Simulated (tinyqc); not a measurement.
MOSFET in saturation, small-signal circuit and noise: effect of the total gate width on speed and noise.

Bias by the inversion coefficient IC = I/Ispec (charge-based model with velocity saturation; weak inversion below 0.1, strong above 10). Common-source circuit: gm, gds, Cgs, Cgd and Cj at the inner nodes, Rg in series with the gate; quasi-static, no source or drain resistance, no gate-body capacitance, no substrate network, no induced gate noise, so fmax is an upper estimate.

Ispec = 2 n mu Cox (W/L) Vt^2, lc = Ls/L, gms = [sqrt((lc IC + 1)^2 + 4 IC) - 1]/[2 + lc (lc IC + 1)], gm = gms Ispec/(n Vt), gds = sg gm. qs = [sqrt(1 + 4 IC) - 1]/2, Cgs = Cox W L qs (2 qs + 3)/(3 (qs + 1)^2) + Cov W, Cgd = Cov W, Cd = Cj W, Rg = Rsh (Wf/L)/(12 Nf) + Rc/W with Nf = W/Wf fingers (not rounded) contacted at both ends. fT = gm/(2 pi (Cgs + Cgd)), fmax = fT/(2 sqrt(Rg (gds + 2 pi fT Cgd))). Channel noise Sid = 4 kB T gam n gm with gam = (1/2 + (2/3) qs)/(1 + qs) + gw lc IC, qs = [sqrt(1 + 4 IC) - 1]/2, lc = Ls/L (the last term an empirical rise with velocity saturation); at the gate, white noise Sw = Sid/gm^2 + 4 kB T Rg. Number fluctuation with correlated mobility: S(f) = K/f, K = q^2 Vt lt Nt/(W L Cox^2) (1 + ac mu Cox I/gm)^2, Vt in eV with Nt per eV. Corner fc = K/Sw. IC is held fixed.

Parameters, values chosen for the exercise: temperature T = 325 K; gate length L = 350 nm; gate capacitance Cox = 1.57 uF/cm^2; mobility mu = 390 cm^2/(V s); slope factor n = 1.31; velocity-saturation length Ls = 20 nm; ratio gds/gm sg = 0.0066; overlap and fringe capacitance per side Cov = 0.45 fF/um; drain junction capacitance Cj = 0.88 fF/um; sheet resistance of the gate Rsh = 5 ohm; finger width Wf = 0.5 um; gate contact and vertical resistance Rc = 50 ohm um; inversion coefficient IC = 20; short-channel excess of the noise factor gw = 0.07; oxide trap density Nt = 4.5e17 cm^-3 eV^-1; tunnelling length into the oxide lt = 0.1 nm; Coulomb scattering coefficient ac = 10000 V s/C.

Constants: q = 1.602176634e-19 C, kB = 1.380649e-23 J/K, Vt = kB T/q. Results are converted to the units shown.

The same in every row: fT (GHz) = 14.61; fmax (GHz) = 155.6; fc (MHz) = 38.81.

Results:

| W (um) | I (uA) | Rg (ohm) | sqrt(Sw) (nV/Hz^0.5) |
|---|---|---|---|
| 2 | 143.8 | 25.15 | 4.755 |
| 9.3 | 668.7 | 5.408 | 2.205 |
| 20 | 1438 | 2.515 | 1.504 |
| 43 | 3092 | 1.170 | 1.025 |
| 93 | 6687 | 0.5408 | 0.6973 |
| 200 | 1.438e4 | 0.2515 | 0.4755 |

Estimate the missing row, W = 4.3 um.

Computed row:

| W (um) | I (uA) | Rg (ohm) | sqrt(Sw) (nV/Hz^0.5) |
|---|---|---|---|
| 4.3 | 309.2 | 11.70 | 3.243 |

With this row back in the table: As W goes from 2 to 200 um, fT stays at 14.6 GHz, fmax stays at 156 GHz, the white noise falls from 4.75 to 0.475 nV/Hz^0.5 and the corner stays at 38.8 MHz. Current, gm and capacitances scale with W and Rg with 1/W, so the frequencies stay while both noise powers fall as 1/W. In every row fmax exceeds 4 fT, where channel resistance and substrate losses, left out here, would cap it.

Numbers from tinyqc (`OMP_NUM_THREADS=1 python tinyqc.py 2150122 2150123 out.jsonl`; about 0.01 s on one thread of a shared Intel Xeon 2.30GHz).
